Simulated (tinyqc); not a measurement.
Interface traps from C-V curves, high-low and Terman methods: one step of the calculation.

MOS capacitor on an n-type substrate; psi is the band bending, negative in depletion; only majority carriers are counted. At the bending psi the Fermi level lies y = xi - psi below the conduction edge at the surface, xi = Vt ln(Nc/Nd). Dit(y) = D0 + D1 exp(-y/E1); traps fill up to the Fermi level, follow the bias and a slow signal, and do not follow a fast one. V is the gate voltage from flat band.

Question. The curves. Cox = 3.9 eps0/EOT, LD = sqrt(eps0 eps_r Vt/(q Nd)), u = psi/Vt, Cd = (eps0 eps_r/(sqrt(2) LD)) |exp(u) - 1|/sqrt(exp(u) - u - 1). Ideal V0 = psi - sqrt(2) (eps0 eps_r Vt/LD) sqrt(exp(u) - u - 1)/Cox for psi < 0; the traps add dV = (q/Cox) times the integral of Dit from 0 to psi = (q/Cox) [D0 psi + D1 E1 exp(-xi/E1) (exp(psi/E1) - 1)]. 1/C_HF = 1/Cox + 1/Cd, 1/C_LF = 1/Cox + 1/(Cd + q Dit). Take n equally spaced psi from pa to pb.

Inputs (values chosen for the exercise); band and dielectric values those of a made-up semiconductor:
- T = 250 K (temperature)
- eps_r = 9.3 (relative permittivity)
- Nc = 1.86e19 cm^-3 (conduction-band density of states at T)
- Nd = 3.7e15 cm^-3 (donor density)
- EOT = 15 nm (equivalent oxide thickness)
- D0 = 1.2e11 cm^-2 eV^-1 (trap density far from the band edge)
- D1 = 3.8e12 cm^-2 eV^-1 (band-tail density at the conduction edge)
- E1 = 0.05 eV (decay energy of the tail)
- n = 9 (points)
- pa = -0.53 V (deepest band bending)
- pb = -0.032 V (shallowest band bending)

Constants: q = 1.602176634e-19 C, kB = 1.380649e-23 J/K, Vt = kB T/q, eps0 = 8.8541878128e-14 F/cm where lengths are in cm. Results are converted to the units shown.

Find: psi; y; Dit; V0; V; C_HF; C_LF; Cox.

Answer.

```
point  psi (V)  y (eV)  Dit (cm^-2 eV^-1)   V0 (V)    V (V)  C_HF (nF/cm^2)  C_LF (nF/cm^2)
0      -0.5300  0.7136           1.200e11  -0.6268  -0.6744           20.01           34.90
1      -0.4677  0.6514           1.200e11  -0.5584  -0.6008           21.23           35.96
2      -0.4055  0.5891           1.200e11  -0.4896  -0.5268           22.72           37.25
3      -0.3432  0.5269           1.201e11  -0.4202  -0.4523           24.60           38.88
4      -0.2810  0.4646           1.204e11  -0.3501  -0.3770           27.06           41.05
5      -0.2188  0.4024           1.212e11  -0.2790  -0.3006           30.52           44.13
6      -0.1565  0.3401           1.242e11  -0.2064  -0.2226           35.87           49.09
7      -0.0943  0.2779           1.347e11  -0.1309  -0.1416           45.75           58.64
8      -0.0320  0.2156           1.709e11  -0.0488  -0.0531           68.54           81.00
```

Cox = 230.2 nF/cm^2

At the deepest bending the traps stretch the gate voltage from -0.627 to -0.674 V.

Range of the model: Traps more than about 25 kB T below the conduction edge emit electrons too slowly to follow an ordinary sweep, so the deepest points are idealised.

Computed by the program tinyqc: `OMP_NUM_THREADS=1 python tinyqc.py 2030022 2030023 out.jsonl`, one thread of a shared Intel Xeon 2.30GHz, about 0.01 s for the whole run.
